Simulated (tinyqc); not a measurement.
Worked calculation: hole subbands of a hard-walled well, four-band Luttinger model. Values are carried at full precision from step to step, so a last printed digit may differ when a step is redone from the rounded ones.

Constants: hbar^2/2m0 = 3.80998211 eV angstrom^2.

Inputs chosen for the exercise (near those of Ge; shifted at random, so the results belong to these values and not to a real crystal):
- b = -2.53 eV (shear deformation potential)
- C11 = 128 GPa
- C12 = 48.1 GPa
- e_par = 0.0102 (strain in the plane)
- g1 = 13.36 (Luttinger gamma1)
- g2 = 4.23 (gamma2)
- L = 140 angstrom (well width along [001])
- g3 = 5.68 (gamma3)
- k = 0.0156 1/angstrom (wave vector in the plane)
- N = 4 (sines for each component)
- kmax = 0.054 1/angstrom (end of the path)

## Shear strain energy

e_perp = -2 (C12/C11) e_par and Zs = b (e_par - e_perp); Zs > 0 lifts the heavy-hole edge by Zs and lowers the light-hole edge by Zs.

e_perp = -0.00767
shear strain energy Zs = -0.04520 eV

## Levels at k = 0

R and S vanish: HHn = c (g1 - 2 g2)(n pi/L)^2 - Zs and LHn = c (g1 + 2 g2)(n pi/L)^2 + Zs, c = hbar^2/2m0, hole energies counted downwards. Sort HH1 to HH4 and LH1, LH2.

Levels:
```
subband,E (eV)
LH1,-0.0033
HH1,0.0546
HH2,0.0828
LH2,0.1222
HH3,0.1298
HH4,0.1956
```

The top subband is LH1, 57.9 meV from HH1.

## The matrix at one k

Hole energies are counted downwards from the unstrained band edge, c = hbar^2/2m0. After the usual block transformation one block is H = [[P + Q - Zs, R - i S], [R + i S, P - Q + Zs]] in (heavy, light), with P +/- Q = c [(g1 +/- g2) k^2 + (g1 -/+ 2 g2) kz^2], R = sqrt(3) c gR k^2, S = 2 sqrt(3) c g3 k kz, kz = -i d/dz; axial approximation gR = (g2 + g3)/2. Zs = b (e_par - e_perp) is the shear part of the strain (the hydrostatic part shifts all levels alike and is left out). Basis sqrt(2/L) sin(n pi z/L), n = 1 to N, for each component: kz^2 gives (n pi/L)^2 and the heavy-light block is R delta_nm - 2 sqrt(3) c g3 k D_nm with D_nm = 4 n m/(L (n^2 - m^2)) for n + m odd, 0 otherwise. The other block has the same levels. The split-off band is left out.

Fill in the 2N x 2N matrix, in meV.

H(k) (meV), lower triangle:
```
,h1,h2,h3,h4,l1,l2,l3,l4
h1,70.91
h2,0,99.11
h3,0,0,146.12
h4,0,0,0,211.92
l1,7.96,-22.28,0,-8.91,5.13
l2,22.28,7.96,-40.10,0,0,130.71
l3,0,40.10,7.96,-57.28,0,0,340.02
l4,8.91,0,57.28,7.96,0,0,0,633.06
```

## Levels and mixing

Diagonalise; give the four lowest hole energies and the weight of the heavy component (the first half of the basis) in each.

levels (meV): -1.21  61.17  95.46  103.59

heavy weight: 0.063  0.827  0.866  0.674

The most mixed of the four is number 4, with 67 % heavy character. Against 60 sines these levels lie 0.1, 0.2, 0.3 and 0.5 meV too high.

## Dispersion in the plane

N = 20, nine points from 0 to kmax.

Hole energies (meV):
```
k (1/angstrom),E1,E2,E3,E4,heavy weight of 1,heavy weight of 2
0.0000,-3.34,54.60,82.80,122.25,0.000,1.000
0.0067,-2.94,56.20,85.54,110.82,0.013,0.977
0.0135,-1.83,59.95,92.51,103.30,0.049,0.877
0.0203,-0.04,61.61,102.61,106.05,0.097,0.685
0.0270,2.63,59.38,111.73,120.63,0.143,0.550
0.0338,6.45,56.54,113.65,144.63,0.181,0.491
0.0405,11.64,55.07,112.52,165.06,0.210,0.460
0.0473,18.32,55.58,110.73,174.12,0.230,0.440
0.0540,26.53,58.20,109.79,176.11,0.244,0.425
```

At small k the hole energy falls in subband 4: an electron-like mass, caused by repulsion from a deeper subband. E2 - E1 is smallest, 31.7 meV, at k = 0.0540 of the points listed. The top subband goes from 0.00 to 0.24 in heavy weight.

## Mass of HH1 in the plane

Second order in k: 1/m = g1 + g2 - sum_n 12 c g3^2 D_1n^2/(LHn - HH1) over even n up to 60, with D_1n = 4n/(L (n^2 - 1)) in size, LHn - HH1 = c [(g1 + 2 g2) n^2 - (g1 - 2 g2)](pi/L)^2 + 2 Zs, c = hbar^2/2m0.

LHn - HH1 for n = 2, 4, 6 (meV): 67.6  570.0  1407.2
terms for n = 2, 4, 6: 7.9111  0.1502  0.0251
sum of all terms = 8.1006
mass without mixing, 1/(g1 + g2) = 0.0569 m0
1/m with mixing = 9.4894 1/m0

Mixing with the light holes takes m from 0.057 to 0.105 m0.

## Checks

- 1/m of HH1 from the full matrix (N = 60) at small k against second order: both 9.489.
- The 2 x 2 block with gR = g2 (k along [100]) for a plane wave (k, 0, pi/L) against the bulk heavy-hole formula, eV: both 0.00825.
- Lowest level at the given k on a real-space grid of 240 points against 60 sines, eV: both -0.0014.

(tinyqc, `OMP_NUM_THREADS=1 python tinyqc.py 1281949 1281950 out.jsonl`, Intel(R) Xeon(R) Processor @ 2.30GHz, 1 thread, shared host, about 0.1 s.)
